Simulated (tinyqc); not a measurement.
Full result against the linear law: strain, valley repopulation and piezoresistance in a many-valley conduction band. Computed by tinyqc, a small Python program. Command: `OMP_NUM_THREADS=1 python tinyqc.py 3004281 3004282 out.jsonl valleys walk`. One thread of a shared host (Intel(R) Xeon(R) Processor @ 2.30GHz), about 0.03 s of CPU time with the checks.

Valleys are ellipsoids with mass m_l along the axis a and m_t across it, parabolic, with one constant relaxation time; strain shifts the valleys and leaves the masses alone. Currents are taken along [111], along the load, and along [1-10], across the load.

Inputs (values chosen for the exercise, modelled on germanium):

| quantity | value | unit |
|---|---|---|
| longitudinal mass m_l | 1.61 | m_0 |
| transverse mass m_t | 0.0802 | m_0 |
| shear deformation potential Xi_u | 16.7 | eV |
| dilation deformation potential Xi_d | -4.5 | eV |
| C11 | 129 | GPa |
| C12 | 47.8 | GPa |
| C44 | 66.9 | GPa |
| electron density n | 8.6e+18 | 1/cm^3 |
| relaxation time tau | 60 | fs |
| temperature T | 77 | K |

Valley axes: <111> (4 valleys). Load: uniaxial [111].

Constants: k_B = 8.617333262e-05 eV/K; m_0 = 9.1093837015e-31 kg; k_B = 1.380649e-23 J/K; hbar = 1.054571817e-34 J s; e = 1.602176634e-19 C.

Method:
- Each of the 4 valleys holds n_v = N_v (2/sqrt(pi)) F_1/2((E_F - dE_v)/(k_B T)), N_v = 2 (m_d k_B T/(2 pi hbar^2))^(3/2), m_d = (m_l m_t^2)^(1/3); E_F solves sum n_v = n and is counted from the unstrained edge.
- F_j(eta) = int_0^infinity x^j/(1 + exp(x - eta)) dx, without a gamma-function factor. It is evaluated after integrating by parts.
- Integrals over x = E/(k_B T) use 160 Gauss-Legendre points in u = sqrt(x) from 0 to sqrt(max(eta, 0) + 32).
- With eta_0 the reduced Fermi level without strain, r = F_-1/2(eta_0)/(2 F_1/2(eta_0)) (1 for a classical gas) and c = r (Xi_u/k_B T) (m_l - m_t)/(2 m_l + m_t): pi44 = -c S44/3, pi11 = pi12 = 0.
- Compliances S11 = (C11 + C12)/((C11 - C12)(C11 + 2 C12)), S12 = -C12/((C11 - C12)(C11 + 2 C12)), S44 = 1/C44; stress sigma_ij = X n_i n_j for the unit vector n of the load; e_xx = S11 sigma_xx + S12 (sigma_yy + sigma_zz), e_xy = S44 sigma_xy/2 (tensor strain).
- Herring-Vogt shift of a valley with unit axis a: dE = Xi_d tr(e) + Xi_u a.e.a.
- Mobility tensor mu = e tau sum_v (n_v/n) [1/m_t + (1/m_l - 1/m_t) a a^T]; unstrained mu_0 = e tau (1/m_l + 2/m_t)/3; resistivity along d from the inverse tensor, rho_d = d.mu^-1.d/(n e), mobility along d = 1/(d.mu^-1.d); gauge pi_d = (rho_d/rho_0 - 1)/X.
- Linear theory: pi_l = (pi11 + 2 pi12 + 2 pi44)/3, pi_t = (pi11 + 2 pi12 - pi44)/3.

pi11 = 0 1e-11/Pa

pi12 = 0 1e-11/Pa

pi44 = -195.780 1e-11/Pa

Resistance changes (%); at 2000 MPa the strain is near or above 1 %, where band warping, left out here, matters:

| X (MPa) | splitting (meV) | largest share | first direction | linear | second direction | linear |
|---|---|---|---|---|---|---|
| -2000 | 221.89 | 1.00000 | 1271.7 | 261.04 | -31.673 | -130.52 |
| -1000 | 110.95 | 0.99977 | 1266.3 | 130.52 | -31.666 | -65.26 |
| -400 | 44.38 | 0.71971 | 138.4 | 52.21 | -22.499 | -26.10 |
| -150 | 16.64 | 0.41942 | 26.5 | 19.58 | -9.479 | -9.79 |
| -50 | 5.55 | 0.30423 | 7.2 | 6.53 | -3.243 | -3.26 |
| 50 | 5.55 | 0.26703 | -5.9 | -6.53 | 3.261 | 3.26 |
| 150 | 16.64 | 0.29678 | -14.8 | -19.58 | 9.499 | 9.79 |
| 400 | 44.38 | 0.33131 | -23.2 | -52.21 | 17.753 | 26.10 |
| 1000 | 110.95 | 0.33333 | -23.6 | -130.52 | 18.275 | 65.26 |
| 2000 | 221.89 | 0.33333 | -23.6 | -261.04 | 18.275 | 130.52 |

What does the comparison show, and why?

Along the first direction the linear law holds within 10 % for 1 of the 10 stresses, at 50.0 MPa. At the largest compression the full change is +1271.7 % against the linear +261.0 %, at the largest tension -23.6 % against -261.0 %: once the splitting is comparable with k_B T (or E_F) the populations no longer follow it linearly, and the change must saturate when the upper valleys are empty.

Extremes, crossings and ranges named in words are read from the listed rows.
